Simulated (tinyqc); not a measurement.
All estimates against temperature: estimate of lattice thermal conductivity from elastic moduli (Slack, Klemens and Cahill formulas). Computed by tinyqc, a small Python program. Command: `OMP_NUM_THREADS=1 python tinyqc.py 3027336 3027337 out.jsonl slack walk`. One thread of a shared host (Intel(R) Xeon(R) Processor @ 2.30GHz), about 0.01 s of CPU time with the checks.

An isotropic solid.

Inputs (values chosen for the exercise, for a model crystal):
```
quantity                              value        unit
bulk modulus B                          353         GPa
shear modulus G                         166         GPa
volume per atom V                        12  angstrom^3
mean atomic mass M                      150           u
atoms per primitive cell n               10           -
volume expansion coefficient alpha_V   12.5       ppm/K
temperature T                           300           K
disorder parameter Gamma              0.014           -
grain size d                             36          nm
```

Grueneisen parameter: from thermal expansion.

Constants: u = 1.6605390666e-27 kg; hbar = 1.054571817e-34 J s; k_B = 1.380649e-23 J/K; h = 6.62607015e-34 J s.

Method:
- rho = M/V; vL = sqrt((B + 4G/3)/rho), vT = sqrt(G/rho); v_m = [(vL^-3 + 2 vT^-3)/3]^(-1/3); Poisson ratio sigma = (3B - 2G)/(6B + 2G); Theta = hbar v_m (6 pi^2/V)^(1/3)/k_B.
- gamma = alpha_V B V/(3 k_B), with the classical heat capacity 3 k_B per atom.
- Slack, an estimate for T near or above Theta_a: kappa = A M Theta_a^3 delta n^(1/3)/(gamma^2 T) in W/(m K), with M in u, delta = V^(1/3) in angstrom, Theta_a = Theta n^(-1/3) and A = 2.43e-6/(1 - 0.514/gamma + 0.228/gamma^2).
- High-temperature forms with the classical heat capacity. Klemens: kappa/kappa_0 = arctan(u)/u, u^2 = pi^2 Theta V Gamma kappa_0/(h v_m^2). Grains: 1/kappa_poly = 1/kappa + 1/(C v_m d/3), C = 3 k_B/(n V), the acoustic branches alone.
- Cahill minimum: kappa_min = (pi/6)^(1/3) k_B V^(-2/3) sum over L, T, T of v (T/Theta_i)^2 int_0^(Theta_i/T) x^3 e^x/(e^x - 1)^2 dx, Theta_i = Theta v_i/v_m (64 Gauss-Legendre points).

Grueneisen parameter gamma = 1.27838

Debye temperature Theta = 410.603 K

v_m = 3157.47 m/s

vL = 5260.20 m/s

vT = 2827.97 m/s

acoustic Debye temperature Theta_a = 190.585 K

Kappa (W/(m K)):
```
T (K)  perfect crystal  with point defects  polycrystal  minimum
200             51.635              26.004       8.7017   0.8890
300             34.423              19.788       7.8740   1.0202
400             25.818              16.157       7.2277   1.0763
550             18.776              12.789       6.4660   1.1135
750             13.769              10.084       5.6939   1.1340
1000            10.327               8.018       4.9706   1.1447
1300             7.944               6.457       4.3228   1.1504
1700             6.075               5.139       3.6894   1.1539
```

What does the comparison show, and why?

The perfect crystal follows 1/T. With point defects the exponent runs from -0.67 to -0.85 (the strong-disorder limit is -1/2), and with grains from -0.25 to -0.59. At the highest T it is still 3.2 times the minimum.

Extremes, crossings and ranges named in words are read from the listed rows.
